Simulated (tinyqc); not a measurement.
# Electromigration in a confined line: Blech product, Korhonen stress evolution and Black's law, step by step

A worked calculation. Computed by tinyqc, a small Python program that keeps every step. Command: `OMP_NUM_THREADS=1 python tinyqc.py 3029363 3029364 out.jsonl emigr walk`. One thread of a shared host (Intel(R) Xeon(R) Processor @ 2.30GHz), about 0.01 s of CPU time with the checks. Intermediate numbers are printed to about 7 digits and carried at full precision; extremes and crossings named in words are read from the listed rows.

The electron wind pushes atoms from the cathode (x = 0) to the anode (x = L); blocking ends build a back stress (tension positive). The input rho is taken not to change with temperature. d sigma/dt = d/dx [kappa (d sigma/dx + G)], with zero flux at both ends and sigma = sigma_0 at t = 0.

Inputs (values chosen for the exercise, close to those used for copper lines):
```
quantity                              value          unit
resistivity rho                        3.35  micro-ohm cm
atomic volume Omega                    11.8    angstrom^3
effective charge number Z*              1.4             -
prefactor D0                        1.4e-08         m^2/s
activation energy E                   0.849            eV
effective modulus B                      20           GPa
critical stress sigma_c                 120           MPa
initial stress sigma_0                   34           MPa
current density j                       1.3       MA/cm^2
line length L                            24            um
test temperature T                      320             C
time as a fraction of L^2/kappa, s   0.0088             -
use temperature T_u                     110             C
use current density j_u                0.78       MA/cm^2
current exponent n                      1.5             -
```

Start: thermal stress.

Constants: e = 1.602176634e-19 C; k_B = 8.617333262e-05 eV/K; k_B = 1.380649e-23 J/K.

## Driving force and diffusivities

G = Z* e rho j/Omega; D = D0 exp(-E/(k_B T)); kappa = D B Omega/(k_B T); drift velocity of an unconfined line v = D Z* e rho j/(k_B T). SI: 1 micro-ohm cm = 1e-8 ohm m, 1 MA/cm^2 = 1e10 A/m^2. Temperatures in kelvin are T(C) + 273.15.

stress gradient G = 8.278365 MPa/um

diffusivity D = 8.560244e-16 m^2/s

kappa = 2.466893e-14 m^2/s

drift velocity = 36.75932 nm/h

## Steady state and Blech product

At steady state sigma(x) = sigma_0 + G (L/2 - x). A void forms only if the cathode stress reaches sigma_c, that is if j L exceeds (j L)_c = 2 Omega (sigma_c - sigma_0)/(Z* e rho). Time scale tau = L^2/kappa.

steady cathode stress = 133.3404 MPa

j L = 3120 A/cm

critical product (j L)_c = 2701.016 A/cm

tau = 6.485891 h

j L is 1.16 times the critical product: the line can fail. Caution: a steady stress above sigma_c is formal, since a void forms first.

## Series terms at the cathode

sigma(x, t) = sigma_0 + G L [1/2 - x/L - 4 sum_(m odd) cos(m pi x/L) exp(-m^2 pi^2 s)/(m pi)^2], s = t/tau, summed to m = 399. The terms at x = 0 are 4 exp(-m^2 pi^2 s)/(m pi)^2; tau = L^2/kappa.

terms for m = 1, 3, 5, 7: 0.3715700  0.02060827  0.001848549  1.173020e-04

cathode stress at time s = 55.03063 MPa

time t = 0.05707584 h

## Stress along the line

Steady state: sigma_0 + G L (1/2 - x/L). Take x/L = 0, 0.1, 0.2, 0.3, 0.4, 0.6, 0.8 and 1.

Stress (MPa):
```
x/L  at time s  steady state
0.0   55.03063      133.3404
0.1   40.86956      113.4723
0.2   35.51852       93.6042
0.3   34.21603       73.7362
0.4   34.01906       53.8681
0.6   33.98094       14.1319
0.8   32.48148      -25.6042
1.0   12.96937      -65.3404
```

Caution: stresses above sigma_c are formal, since a void forms first.

## Finite line against the semi-infinite law

Semi-infinite line: sigma(0, t) = sigma_0 + 2 G L sqrt(s/pi). One-term form: keep m = 1 alone.

Cathode stress (MPa):
```
s             t (h)  full series  semi-infinite  one term
0.002  1.297178e-02      44.0260        44.0260   54.3920
0.005  3.242945e-02      49.8524        49.8524   56.6953
0.01   6.485891e-02      56.4187        56.4187   60.3857
0.02   1.297178e-01      65.7049        65.7049   67.2422
0.05   3.242945e-01      84.0763        84.1298   84.1817
0.1    6.485891e-01     103.3279       104.8942  103.3291
0.2    1.297178e+00     122.1549       134.2596  122.1549
0.4    2.594356e+00     131.7866       175.7885  131.7866
0.8    5.188713e+00     133.3104       234.5192  133.3104
```

Among these rows the semi-infinite law holds to 1 % up to s = 0.05 and the one-term form from s = 0.05 on: the far end is felt once sqrt(kappa t) is no longer small against L, and by then the terms with m > 1 have nearly died out. The critical stress 120 MPa is passed between s = 0.1 and 0.2. Caution: rows beyond sigma_c are formal, since a void ends the model there.

## Time to nucleate a void

Solve sigma(0, t) = sigma_c for s; the semi-infinite estimate is t = (pi/kappa) ((sigma_c - sigma_0)/(2 G))^2.

nucleation time = 1.181398 h

semi-infinite estimate = 0.9544315 h

The back stress delays nucleation by 24 %.

## Extrapolation by Black's law

Median life t50 = A j^(-n) exp(E/(k_B T)); acceleration factor = t50(use)/t50(test) = (j/j_u)^n exp[(E/k_B)(1/T_u - 1/T)].

current factor = 2.151657

temperature factor = 8989.015

acceleration factor = 19341.28

At the use current j_u L lies below the critical product, where Black's law does not apply: the line would not fail by this mechanism. Caution: j_u L lies below the critical product, so the acceleration factor is formal: at use the line would not void.

Checks made by the program: series against a 200-cell finite-volume solution (on the scale of G L) (relative difference 3e-06).
